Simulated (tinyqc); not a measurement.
Inside a calculation: carrier statistics of a doped semiconductor with parabolic bands. Values are carried at full precision from step to step, so a last printed digit may differ when a step is redone from the rounded ones.

Constants: kB = 8.617333262e-05 eV/K; hbar^2/2m0 = 3.80998211 eV angstrom^2.

Parameters, chosen for this exercise (near those of Si; the results hold for these values, not for the real material):
```
symbol  value     unit    meaning
Eg0     1.17      eV      gap at 0 K
al      0.000481  eV/K    Varshni alpha
be      620       K       Varshni beta
T       350       K
ml      0.906     m0      longitudinal electron mass
mt      0.189     m0      transverse electron mass
Mv      6                 equivalent valleys
mhh     0.539     m0      heavy-hole mass
mlh     0.146     m0      light-hole mass
ND      2e+17     1/cm^3  donors
NA      8.6e+12   1/cm^3  acceptors
ED      0.047     eV      donor level below Ec
EA      0.0444    eV      acceptor level above Ev
```

## Gap and thermal energy

Eg(T) = Eg0 - al T^2/(T + be) (Varshni).

Eg = 1.10926 eV
kT = 0.030161 eV

The gap has shrunk by 60.7 meV from 0 K and is 36.8 kT wide.

## Effective densities of states

m_de = Mv^(2/3) (ml mt^2)^(1/3); m_dh = (mhh^(3/2) + mlh^(3/2))^(2/3); N = 2 (m kB T/(4 pi c))^(3/2) with c = hbar^2/2m0, in 1/angstrom^3; times 1e24 for 1/cm^3.

m_de = 1.0522 m0
m_dh = 0.5885 m0
Nc = 3.4133e+19 1/cm^3
Nv = 1.4277e+19 1/cm^3

The light holes supply 12.4 % of Nv, and Nc/Nv = 2.39.

## Intrinsic density and level

With Boltzmann statistics ni = sqrt(Nc Nv) exp(-Eg/2kT) and Ei = Eg/2 + (kT/2) ln(Nv/Nc), counted from Ev.

ni = 2.28e+11 1/cm^3
Ei = 0.5415 eV

Ei lies 13.1 meV below midgap, towards the band with the smaller density of states.

## Neutrality by bisection

Energies are counted from Ev, so Ec = Eg. n = Nc F_1/2((EF - Eg)/kT), p = Nv F_1/2(-EF/kT), ND+ = ND/(1 + 2 exp((EF - Eg + ED)/kT)), NA- = NA/(1 + 4 exp((EA - EF)/kT)); neutrality asks p + ND+ = n + NA-. F_j(eta) = (1/Gamma(j + 1)) integral_0^infinity x^j dx/(1 + exp(x - eta)), which tends to exp(eta) for eta << 0.

Start from the bracket [-0.2 eV, Eg + 0.2 eV]; at the midpoint EF take the sign of p + ND+ - n - NA-; where it is positive EF must rise. Fourteen steps are shown.

Bisection (eV, 1/cm^3):
```
step       low     high       EF         n         p       ND+       NA-  sign
1     -0.20000  1.30926  0.55463  3.52e+11  1.47e+11  2.00e+17  8.60e+12     +
2      0.55463  1.30926  0.93194  9.54e+16  5.44e+05  1.95e+17  8.60e+12     +
3      0.93194  1.30926  1.12060  3.48e+19  1.04e+03  1.35e+16  8.60e+12     -
4      0.93194  1.12060  1.02627  2.13e+18  2.38e+04  1.24e+17  8.60e+12     -
5      0.93194  1.02627  0.97911  4.54e+17  1.14e+05  1.77e+17  8.60e+12     -
6      0.93194  0.97911  0.95552  2.08e+17  2.49e+05  1.89e+17  8.60e+12     -
7      0.93194  0.95552  0.94373  1.41e+17  3.68e+05  1.92e+17  8.60e+12     +
8      0.94373  0.95552  0.94963  1.71e+17  3.02e+05  1.91e+17  8.60e+12     +
9      0.94963  0.95552  0.95258  1.89e+17  2.74e+05  1.90e+17  8.60e+12     +
10     0.95258  0.95552  0.95405  1.98e+17  2.61e+05  1.90e+17  8.60e+12     -
11     0.95258  0.95405  0.95331  1.94e+17  2.68e+05  1.90e+17  8.60e+12     -
12     0.95258  0.95331  0.95294  1.91e+17  2.71e+05  1.90e+17  8.60e+12     -
13     0.95258  0.95294  0.95276  1.90e+17  2.73e+05  1.90e+17  8.60e+12     -
14     0.95258  0.95276  0.95267  1.89e+17  2.73e+05  1.90e+17  8.60e+12     +
```

Each step halves the bracket, which is 0.184 meV wide at the last row.

## The neutral state

Solve the neutrality condition for EF to convergence.

EF = 0.9527 eV
n = 1.90e+17 1/cm^3
p = 2.73e+05 1/cm^3
ND+ = 1.90e+17 1/cm^3
NA- = 8.60e+12 1/cm^3

The material is n-type; 95.0 % of the donors are ionised. EF lies 5.19 kT inside the gap from the conduction edge, so Boltzmann statistics would serve; n p/(Nc Nv exp(-Eg/kT)) = 0.998.

## Checks

- F_1/2(1) by the trapezoid rule against adaptive quadrature: both 1.575641.
- Positive against negative charge at the solution (1/cm^3): both 1.89938e+17.

Run: tinyqc, `OMP_NUM_THREADS=1 python tinyqc.py 1682406 1682407 out.jsonl`; Intel(R) Xeon(R) Processor @ 2.30GHz, one thread, shared host; about 0.02 s of CPU time with all checks.
